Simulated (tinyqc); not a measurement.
Inside a calculation. Method: plane-wave Kohn-Sham cycle with exchange-only LDA in a layered model solid. One step of it, computed by the program tinyqc.

Task: Iteration 2: Hamiltonian at one k. H(m,m') = (k + G_m)^2/2 delta + V(G_m - G_m'), with V(-G) = V(G).

A solid whose potential varies along x alone (atomic units):
```
parameter,value
period a,8.200000
cross-section of the cell,18.000000
electrons per cell,2
grid points,16
"plane waves -n..n, n",2
k points,1
V1 in V1 cos(2 pi x/a),-0.400000
V2 in V2 cos(4 pi x/a),-0.230000
```

V(G_m), m = 0, 1, 2, ... (hartree): -0.234406  -0.183675  -0.115037  -0.000337  -0.000024

k = 0.000000 2 pi / a

Give: H.

Result:

H (hartree), lower triangle:
```
,-2,-1,+0,+1,+2
-2,0.940
-1,-0.184,0.059
+0,-0.115,-0.184,-0.234
+1,0.000,-0.115,-0.184,0.059
+2,0.000,0.000,-0.115,-0.184,0.940
```
